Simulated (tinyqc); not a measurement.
X-ray photoelectron analysis of a thin oxide on a semiconductor: attenuation lengths, thickness, angle series and band offsets. Changing the oxide thickness d. Computed by tinyqc, a small Python program. Command: `OMP_NUM_THREADS=1 python tinyqc.py 3111748 3111749 out.jsonl xps sweep`. One thread of a shared host (Intel(R) Xeon(R) Processor @ 2.30GHz), about 0.01 s of CPU time with the checks.

The same element is seen in the oxide and in the substrate, at nearly the same kinetic energy; films are flat and uniform, and the work function is ignored.

Inputs (values chosen for the exercise, modelled on SiO2 on silicon):

| quantity | value | unit |
|---|---|---|
| photon energy | 1253.6 | eV |
| binding energy of the core level | 99.4 | eV |
| oxide density | 2.25 | g/cm^3 |
| oxide formula mass | 60.08 | g/mol |
| valence electrons per oxide formula | 16 | - |
| oxide gap | 8.88 | eV |
| substrate density | 2.33 | g/cm^3 |
| substrate formula mass | 28.09 | g/mol |
| valence electrons per substrate formula | 4 | - |
| substrate gap | 1.12 | eV |
| emission angle from the normal | 45 | degrees |
| attenuation length over inelastic mean free path | 0.94 | - |
| carbon overlayer | 0.3 | nm |
| counts in the two peaks together | 80000 | - |
| valence band offset used to make the data | 4.42 | eV |
| core level less valence band top, substrate | 98.85 | eV |
| core level less valence band top, thick oxide | 98.26 | eV |
| field in the oxide | 1 | MV/cm |

Method:
- TPP-2M: lambda = E/(E_p^2 [b ln(c E) - C/E + D/E^2]) in angstrom, E_p = 28.8 sqrt(N_v rho/M), b = -0.10 + 0.944/sqrt(E_p^2 + E_g^2) + 0.069 rho^0.1, c = 0.191/sqrt(rho), U = N_v rho/M, C = 1.97 - 0.91 U, D = 53.4 - 20.8 U, with E = photon energy less binding energy in eV.
- Attenuation length L = factor x lambda.
- R_0 = (rho_o/M_o) L_o/((rho_s/M_s) L_s); peak ratio R = I_ox/I_sub = R_0 [exp(d/(L_o cos theta)) - 1]; hence d = L_o cos theta ln(1 + R/R_0). A carbon layer weakens both peaks alike, by exp(-d_C/(L_o cos theta)) if its L is taken equal to L_o. This R_0 leaves out intrinsic losses from the substrate peak, so calibrated values can be larger.
- With x = d/(L_o cos theta): d ln d/d ln R = (1 - exp(-x))/x = -d ln d/d ln R_0; counting error of R = 1/sqrt(N f (1 - f)), f the oxide share, which times the sensitivity gives that of d; an angle error adds tan(theta) d theta; d is proportional to L_o at fixed R_0. Assumed errors: 5 % in R_0, 1 degree, 5 % in L_o.
- Valence band offset = (E_core - E_v)(substrate) - (E_core - E_v)(oxide) + (core level separation at the interface, oxide less substrate). The separation is made here from the given offset; a uniform field F that raises the binding energy towards the surface shifts the oxide peak by e F <z>, <z> = d/(1 - exp(-x)) - d/x, x = d/(L_o cos theta), being the mean distance from the interface. Conduction band offset = oxide gap - substrate gap - valence band offset.

One run for each value:

| oxide thickness d (nm) | ratio R | counting error of d (%) | sensitivity to R | apparent valence band offset (eV) |
|---|---|---|---|---|
| 0.30 | 8.1700e-02 | 1.2516 | 0.93541 | 4.4353 |
| 0.46 | 1.3000e-01 | 1.0008 | 0.90325 | 4.4438 |
| 0.70 | 2.0930e-01 | 0.8016 | 0.85776 | 4.4568 |
| 1.10 | 3.6207e-01 | 0.6312 | 0.78867 | 4.4795 |
| 1.70 | 6.4957e-01 | 0.5057 | 0.69881 | 4.5157 |
| 2.50 | 1.1761e+00 | 0.4258 | 0.60019 | 4.5680 |
| 3.90 | 2.7051e+00 | 0.3753 | 0.47115 | 4.6693 |
| 6.00 | 7.8516e+00 | 0.3857 | 0.34536 | 4.8410 |
| 9.10 | 3.3416e+01 | 0.5053 | 0.24004 | 5.1233 |
| 14.00 | 3.0794e+02 | 0.9858 | 0.15837 | 5.6004 |

Over the rows, ratio R rises from 0.0817 to 308 (exponent d ln y / d ln x 1.1 between the first rows and 5.2 between the last); counting error of d (%) goes from 1.25 through a minimum among these rows, 0.375 at 3.90, to 0.986; sensitivity to R falls from 0.935 to 0.158 (exponent d ln y / d ln x -0.082 between the first rows and -0.97 between the last). The counting error is least at d = 3.9 nm among these rows: thin films give few oxide counts, thick ones few substrate counts.

Extremes, crossings and ranges named in words are read from the listed rows.
